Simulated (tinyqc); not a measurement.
Electron-beam lithography: double-Gaussian proximity function, edge placement and dose correction for parallel lines: one step, computed by the program tinyqc.

Lines are infinitely long. Absorbed energy is counted so that the middle of a very large area written at dose 1 receives 1; the resist develops where it exceeds 1/2.

Problem. Shot noise and writing time. With dose = d_s D0: electrons per pixel N = dose x pixel area/e; relative noise 1/sqrt(N); time per cm^2 of pattern area = dose x density/current; pixel rate = current/(dose x pixel area).

Inputs (values chosen for the exercise, of the order of those for 10 keV electrons in resist on silicon): beam current = 0.3 nA; pixel size = 5 nm; pattern density around the test line = 0.17.

dose = 425.9407 microcoulomb/cm^2

Constants: e = 1.602176634e-19 C.

Give: electrons per pixel; shot noise; writing time per cm^2; pixel rate.

Solution.

electrons per pixel = 664.6

shot noise = 3.879 %

writing time per cm^2 = 67.05 h

pixel rate = 2.817 MHz
